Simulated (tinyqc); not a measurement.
Inside a calculation. Model: IGBT as a p-i-n diode in series with a MOS channel, on-state and switching loss.

tinyqc, about 0.01 s, one thread, Intel Xeon 2.30GHz (shared host): `OMP_NUM_THREADS=1 python tinyqc.py 2590119 2590120 out.jsonl` Printed values are rounded.

High injection (n = p) in a drift layer from x = -W/2 (anode) to +W/2 (cathode side), recombination only in the layer with lifetime tau, ideal emitters. The channel feeds the cathode side and carries the whole current. Auger recombination, carrier-carrier scattering, emitter losses and the carrier dip under the p body are left out.

Inputs (values chosen for the exercise); material values close to those of silicon:
```
symbol    value        unit                                             meaning
T           400           K                                         temperature
Eg         1.13          eV                                            band gap
Nc      4.25e19       cm^-3              conduction-band density of states at T
Nv      4.11e19       cm^-3                 valence-band density of states at T
mn          743  cm^2/(V s)                                   electron mobility
mp          255  cm^2/(V s)                                       hole mobility
W           110          um                            width of the drift layer
Nd       7.2e13       cm^-3                           doping of the drift layer
tau        0.74          us                             high-injection lifetime
J            30      A/cm^2                                     current density
Rch         1.1   mohm cm^2                 channel and accumulation resistance
Vdc         600           V                                        link voltage
ks         0.12              turn-off energy per stored charge and link voltage
f             2         kHz                                 switching frequency
```

Constants: q = 1.602176634e-19 C, kB = 1.380649e-23 J/K, Vt = kB T/q. Results are converted to the units shown.

## Ambipolar length

b = mn/mp, B = (b - 1)/(b + 1), La = sqrt(2 Vt mn mp tau/(mn + mp)), y = W/(2 La).

b = 2.913725
B = 0.4889780
La = 31.12050 um
y = 1.767324

## Carrier profile

2 x/W, point 0 to 8: [-1, -0.75, -0.5, -0.25, 0, 0.25, 0.5, 0.75, 1]

n(x) = (tau J/(2 q La))[cosh(x/La)/sinh y - B sinh(x/La)/cosh y]. x/La = (2 x/W) y.

n, point 0 to 8 (cm^-3): [3.386847e16, 2.210151e16, 1.471974e16, 1.025854e16, 7.832734e15, 6.961034e15, 7.470480e15, 9.462152e15, 1.333122e16]

The density is 2.54 times higher at the anode than at the cathode side, since holes are the slower carriers; its smallest listed value is 96.7 times Nd.

## On-state voltage

n(x) = (tau J/(2 q La))[cosh(x/La)/sinh y - B sinh(x/La)/cosh y]. Vm = Vt [(8 b/(b + 1)^2)(sinh y/s) arctan(s sinh y) + B ln((1 + B tanh^2 y)/(1 - B tanh^2 y))], s = sqrt(1 - B^2 tanh^2 y); Vj = Vt ln(n(-W/2) n(W/2)/ni^2), ni = sqrt(Nc Nv) exp(-Eg/(2 Vt)), Eg in volts; Vc = J Rch; Von = Vm + Vj + Vc.

Vm = 0.2162218 V
Vj = 0.6071543 V
Vc = 0.033 V
Von = 0.8563761 V

Vm does not depend on J, since the carrier density grows with it. Junctions, layer and channel take 71, 25 and 3.9 % of Von.

## Stored charge, losses and the unipolar alternative

Stored charge tau J, turn-off energy Eoff = ks tau J Vdc, loss at half duty 0.5 J Von + f Eoff. A unipolar device on the same layer has Vu = J (W/(q mn Nd) + Rch).

stored charge = 22.2 uC/cm^2
Eoff = 1.598400 mJ/cm^2
conduction loss = 12.84564 W/cm^2
switching loss = 3.196800 W/cm^2
Vu = 38.53491 V

Both losses would be equal at f = 8.04 kHz.
